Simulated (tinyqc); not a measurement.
Where a level does most harm: Shockley-Read-Hall recombination through one deep level.

One level at Et with degeneracy 1: tn = 1/(sn vth Nt), tp = 1/(sp_ vth Nt), n1 = Nc exp((Et - Eg)/kT), p1 = Nv exp(-Et/kT), ni^2 = n1 p1. Equilibrium n0 = Nm, p0 = ni^2/Nm; n = n0 + dn, p = p0 + dn. U = (n p - ni^2)/(tp (n + n1) + tn (p + p1)), lifetime dn/U; emission rates en = sn vth n1, ep = sp_ vth p1.

Constants: kB = 8.617333262e-05 eV/K.

Values chosen for the exercise (gap and densities of states near those of InP at this temperature; not measured data):
- Eg = 1.354 eV (gap)
- Nc = 4.38e+17 1/cm^3 (conduction-band density of states)
- Nv = 9.17e+18 1/cm^3 (valence-band density of states)
- T = 250 K
- Nt = 6.6e+13 1/cm^3 (defects)
- sn = 1.5e-15 cm^2 (electron capture cross-section)
- sp_ = 2.8e-15 cm^2 (hole capture cross-section)
- vth = 19000000 cm/s (thermal velocity, both carriers)
- Nm = 8.4e+14 1/cm^3 (equilibrium electrons for the lifetime steps)

Et takes the values listed; G = Nt en ep/(en + ep) in a depleted region; the lifetime is for dn = 1e11 1/cm^3.

Results:

| Et (eV) | lifetime (microsecond) | G (1/(cm^3 s)) |
|---|---|---|
| 0.081 | 135 | 0.0179 |
| 0.190 | 1.14 | 2.82 |
| 0.298 | 0.291 | 424 |
| 0.406 | 0.285 | 6.38e+04 |
| 0.515 | 0.285 | 1.01e+07 |
| 0.623 | 0.285 | 1.51e+09 |
| 0.731 | 0.285 | 4.69e+10 |
| 0.839 | 0.285 | 3.93e+08 |
| 0.948 | 0.285 | 2.49e+06 |
| 1.056 | 0.285 | 1.66e+04 |
| 1.164 | 0.307 | 110 |
| 1.273 | 3.74 | 0.700 |

What can be read from this table?

Generation peaks where en = ep, at Eg/2 + (kT/2) ln(sp_ Nv/(sn Nc)) = 0.716 eV; the largest value listed is at 0.731 eV, and G falls by a decade for each 0.050 eV away from the peak. The lifetime is within a factor 2 of its minimum, 0.285 microsecond, from 0.298 to 1.164 eV: recombination tolerates a wide range of Et, generation a narrow one.

(tinyqc, `OMP_NUM_THREADS=1 python tinyqc.py 1681197 1681198 out.jsonl`, Intel(R) Xeon(R) Processor @ 2.30GHz, 1 thread, shared host, about 0.01 s.)
